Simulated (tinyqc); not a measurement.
Frenkel-Kontorova chain: a misfit dislocation (kink) in a monolayer on a periodic substrate: one step, computed by the program tinyqc. Command: `OMP_NUM_THREADS=1 python tinyqc.py 3025637 3025638 out.jsonl fkchain walk`. One thread of a shared host (Intel(R) Xeon(R) Processor @ 2.30GHz), about 0.02 s of CPU time with the checks.

E = sum_j [(k/2)(x_(j+1) - x_j - b)^2 + (W/2)(1 - cos(2 pi x_j/a))], x_j = a (j + u_j). A kink takes u from 0 to 1: the chain is stretched by one period and has one atom fewer than wells.

Task: Start between two atoms. Discrete chain at f = 0, ends held at u = 0 and 1: E = (k a^2/2) sum (u_(j+1) - u_j)^2 + (W/2) sum (1 - cos 2 pi u_j), gradient g_j = k a^2 (2 u_j - u_(j-1) - u_(j+1)) + pi W sin(2 pi u_j), Hessian 2 k a^2 + 2 pi^2 W cos(2 pi u_j) on the diagonal and -k a^2 beside it. Free atoms j = -n..n-1 start from the continuum shape centred half-way, at j + 1/2.

Inputs (values chosen for the exercise, for a model overlayer): spring constant k = 1.21 eV/angstrom^2; substrate period a = 3.07 angstrom; corrugation W = 2.03 eV; atoms on each side n = 9.

kink width l0 = 1.675977

Give: u at the start; E at the start; gradient.

Result:

u at the start: [0.00000, 0.00000, 0.00000, 0.00002, 0.00014, 0.00090, 0.00587, 0.03822, 0.23767, 0.76233, 0.96178, 0.99413, 0.99910, 0.99986, 0.99998, 1.00000, 1.00000, 1.00000]

E at the start = 3.9681 eV

gradient (eV): [0.0000, 0.0000, 0.0000, -0.0003, -0.0018, -0.0119, -0.0770, -0.3891, 2.6497, -2.6497, 0.3891, 0.0770, 0.0119, 0.0018, 0.0003, 0.0000, 0.0000, 0.0000]

Caution: a corrugation above 1 eV is larger than real overlayers usually show; it is chosen to keep the kink narrow. Caution: for l0 below about 3 the kink spans few atoms, and the continuum kink energy is off by about 2 per cent or more.
